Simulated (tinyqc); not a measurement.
# Changing the anneal time t

Model: hydrogen passivation and dissociation of interface defects with a spread of activation energies. Computed by tinyqc, a small Python program. Command: `OMP_NUM_THREADS=1 python tinyqc.py 3007228 3007229 out.jsonl passivation sweep`. One thread of a shared host (Intel(R) Xeon(R) Processor @ 2.30GHz), about 0.01 s of CPU time with the checks.

All defects start passivated and lose hydrogen by HP -> P + H; no hydrogen is supplied. Activation energies are normally distributed.

Inputs (values chosen for the exercise, for a model interface):

| quantity | value | unit |
|---|---|---|
| defect density N_0 | 1.1e+12 | cm^-2 |
| mean dissociation energy E_d | 2.79 | eV |
| spread s_d | 0.047 | eV |
| prefactor k_d0 | 5.2e+12 | 1/s |
| anneal temperature T | 780 | K |

Ambient: vacuum.

Constants: k_B = 8.617333262e-05 eV/K.

Method. b = k_d0 exp(-E_d/k_B T); the active share of one kind of site is 1 - exp(-b t). Full average: z from -5 to 5 in steps of 0.125 with normalised weights exp(-z^2/2), energy = mean + spread x z.

One run for each value:

| anneal time t (s) | active share | active share, single energy |
|---|---|---|
| 1.00e+00 | 6.2413e-06 | 4.8877e-06 |
| 6.00e+00 | 3.7447e-05 | 2.9326e-05 |
| 3.00e+01 | 1.8721e-04 | 1.4662e-04 |
| 2.00e+02 | 1.2470e-03 | 9.7706e-04 |
| 1.00e+03 | 6.2097e-03 | 4.8758e-03 |
| 6.00e+03 | 3.6341e-02 | 2.8900e-02 |
| 3.00e+04 | 1.6263e-01 | 1.3639e-01 |
| 2.00e+05 | 6.1970e-01 | 6.2376e-01 |
| 1.00e+06 | 9.5698e-01 | 9.9246e-01 |

What does the table show, and why?

Over the rows, active share rises from 6.24e-6 to 0.957 (exponent d ln y / d ln x 1.00 between the first rows and 0.27 between the last); active share, single energy rises from 4.89e-6 to 0.992 (exponent d ln y / d ln x 1.00 between the first rows and 0.29 between the last). At the low end the exponent of active share is 1.00, close to 1: early dissociation, linear in time.
